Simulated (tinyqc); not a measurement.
Circuit elements from the admittance matrix.

Problem. Y belongs to a common-source circuit with y11 = i w (Cgs + Cgd), y12 = -i w Cgd, y21 = gm - i w Cgd, y22 = gds + i w (Cgd + Cd) and a resistance Rg in series with the gate; w = 2 pi f. Find Rg, Cgs + Cgd, Cgd, gm, gds and Cd.

Inputs (values chosen for the exercise): signal frequency f = 5 GHz.

Y with Rg (mS):

|  | 1 | 2 |
|---|---|---|
| 1 | 0.1585695+6.4869196i | -0.0221037-0.9042384i |
| 2 | 129.6149095-4.0731508i | 2.8675974+2.9549265i |

Solution. 1/Y11 = Rg + 1/(i w (Cgs + Cgd)) gives Rg; removing it from Z11 returns the inner y, whose parts are read off.

Rg = 3.77 ohm
Cgs + Cgd = 207 fF
Cgd = 28.8 fF
gm = 130 mS
gds = 2.85 mS
Cd = 51.2 fF

tinyqc, about 0.01 s, one thread, Intel Xeon 2.30GHz (shared host): `OMP_NUM_THREADS=1 python tinyqc.py 2150056 2150057 out.jsonl`
